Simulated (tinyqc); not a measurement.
Worked calculation: Hubbard chain of 3 sites. Computed by tinyqc, a small Python program that keeps every step. Settings: hopping = 0.7, U = 5.9, mixing = 1, iteration cap = 57. Command: `OMP_NUM_THREADS=1 python tinyqc.py 26161 26162 out.jsonl` (the two numbers bound the seeds that draw the settings). One thread of a shared host (Intel(R) Xeon(R) Processor @ 2.60GHz), about 0.2 s of CPU time with the checks. Later iterations appear only in the table of the cycle.

## Mean-field iteration 1

one-body matrix (hopping and site energies) (eV), lower triangle:
```
           1          2         3
1  -0.970000
2  -0.700000   0.380000
3   0.000000  -0.700000  0.410000
```

U = 5.900000 eV

electrons, up and down: 2  1

mixing = 1

n(up) at the start (a guess, not normalised): 1 0.667000, 2 0.667000, 3 0.667000

n(down) at the start (a guess): 1 0.333000, 2 0.333000, 3 0.333000

H(up) = T + U n(down), H(down) = T + U n(up); fill the lowest levels; n(new) = n + mixing (n(out) - n); E = tr T (rho up + rho down) + U sum n_up n_down of the output.

levels, up (eV): 0.647923  1.887578  3.178599

levels, down (eV): 2.618523  3.858178  5.149199

energy = 2.255436 eV

n(up) after iteration 1: 1 0.944793, 2 0.462641, 3 0.592566

n(down) after iteration 1: 1 0.777758, 2 0.190875, 3 0.031367

## Mean-field iteration 2

As before.

levels, up (eV): 0.180805  1.696259  3.842935

levels, down (eV): 2.520724  4.140773  4.958503

energy = 4.695957 eV

n(up) after iteration 2: 1 0.096913, 2 0.907389, 3 0.995698

n(down) after iteration 2: 1 0.082499, 2 0.730907, 3 0.186595

## Mean-field iteration 3

As before.

levels, up (eV): -0.580506  1.374114  4.926392

levels, down (eV): -0.478028  5.314353  6.783675

energy = 3.642500 eV

n(up) after iteration 3: 1 0.984185, 2 0.055488, 3 0.960327

n(down) after iteration 3: 1 0.987030, 2 0.012832, 3 0.000137

## Convergence

Each step fills the lowest levels of T + U n(other spin) and sets n(new) = n + mixing (n(out) - n); stop when output and input agree to 1e-8.

Course of the cycle:
```
iteration      E (eV)  largest |n(out) - n(in)|  mean |n_up - n_down|
1          2.25543590                  4.45e-01              0.333333
2          4.69595725                  8.48e-01              0.333333
3          3.64250046                  9.05e-01              0.335230
4          6.11021517                  9.62e-01              0.333333
5          3.83725406                  9.65e-01              0.333333
6          6.14694154                  9.67e-01              0.333333
7          3.83925982                  9.67e-01              0.333333
8          6.14722242                  9.67e-01              0.333333
9          3.83927461                  9.67e-01              0.333333
10         6.14722448                  9.67e-01              0.333333
11         3.83927472                  9.67e-01              0.333333
...               ...                       ...                   ...
47         3.83927472                  9.67e-01              0.333333
48         6.14722450                  9.67e-01              0.333333
49         3.83927472                  9.67e-01              0.333333
50         6.14722450                  9.67e-01              0.333333
51         3.83927472                  9.67e-01              0.333333
52         6.14722450                  9.67e-01              0.333333
53         3.83927472                  9.67e-01              0.333333
54         6.14722450                  9.67e-01              0.333333
55         3.83927472                  9.67e-01              0.333333
56         6.14722450                  9.67e-01              0.333333
57         3.83927472                  9.67e-01              0.333333
```

Not converged within 57 iterations: the residual has stopped falling: the iteration swings between two states. The lowest mean-field energy found from random starts is -0.51836 eV. Reruns (cap 100 unless said): mixing 0.2: converged in 96 (E = -0.51836); mixing 0.5: converged in 35 (E = -0.51836); mixing 0.9: not converged; the original settings with a cap of 400: not converged.

## The many-body Hamiltonian

Basis: all placements (u, d, 2, 0 on each site), up operators ordered before down ones; hops carry the sign of the same-spin electrons passed.

H (eV), lower triangle:
```
           2u0        u20        uud        20u        udu        u02        duu        02u
2u0   4.340000
u20  -0.700000   5.690000
uud   0.000000  -0.700000  -0.180000
20u  -0.700000   0.000000   0.000000   4.370000
udu   0.000000  -0.700000   0.000000  -0.700000  -0.180000
u02   0.000000   0.000000  -0.700000   0.000000  -0.700000   5.750000
duu   0.000000   0.000000   0.000000  -0.700000   0.000000   0.000000  -0.180000
02u   0.000000   0.000000   0.000000   0.000000  -0.700000   0.000000  -0.700000   7.070000
0u2   0.000000   0.000000   0.000000   0.000000   0.000000  -0.700000   0.000000  -0.700000

          0u2
0u2  7.100000
```

## Exact diagonalisation (9 states)

Lowest levels of the sector, and the double occupancy of the lowest state.

lowest levels (eV): -0.664683  -0.345671  -0.180000  3.650820  4.912355  5.527451

double occupancy per site = 0.025973

## The lowest level by Lanczos steps

From a random start vector (not printed): a_j = <q_j|H|q_j>, b_j = norm of the remainder after orthogonalising; the Ritz value is the lowest eigenvalue of the tridiagonal matrix of a and b so far.

Lanczos:
```
j  a_j (eV)  b_j (eV)  lowest Ritz value (eV)
1  3.151217  3.535107              3.15121723
2  3.416370  1.995381             -0.25379872
3  5.659957  0.998095             -0.57550606
4  2.755004  3.047714             -0.59144373
5  3.244423  1.436640             -0.63558117
6  4.180354  0.772566             -0.66073611
7  3.872858  2.605926             -0.66177920
8  1.514536  0.651292             -0.66438718
9  5.985280         0             -0.66468252
```
